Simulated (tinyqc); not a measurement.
Photoconductance decay in a wafer: bulk and surface recombination modes, and iron detection by pair splitting: one step, computed by the program tinyqc. Command: `OMP_NUM_THREADS=1 python tinyqc.py 3110145 3110146 out.jsonl pcd walk`. One thread of a shared host (Intel(R) Xeon(R) Processor @ 2.30GHz), about 0.01 s of CPU time with the checks.

Both faces of the wafer have the same S; injection is low and all coefficients are constant. x runs from -W/2 to W/2.

Task: Effective lifetime. Even modes cos(a x) obey b tan b = S W/(2 D) with b = a W/2, odd modes sin(a x) obey -b cot b = S W/(2 D); each decays at the rate 1/tau_b + D a^2. tau_eff is the decay time of the first mode. The surface time is 1/(D a^2) of that mode; shortcuts for it are W/(2 S), W^2/(pi^2 D) and their sum, whose error is sum/surface time - 1.

Inputs (values chosen for the exercise, modelled on p-type silicon):

| quantity | value | unit |
|---|---|---|
| thickness W | 775 | micrometre |
| diffusivity D | 23.4 | cm^2/s |
| bulk lifetime tau_b without iron | 24 | microsecond |
| surface recombination velocity S | 1.7 | cm/s |

Give: tau_eff; surface time; W/(2 S); W^2/(pi^2 D); error of the sum; tau_eff/tau_b.

Result:

tau_eff = 23.97 microsecond

surface time = 22816 microsecond

W/(2 S) = 22794 microsecond

W^2/(pi^2 D) = 26.01 microsecond

error of the sum = 0.02022 %

tau_eff/tau_b = 0.9989

The surfaces are slow against diffusion, so W/(2 S) is the larger part. tau_eff is within 0.11 % of tau_b.
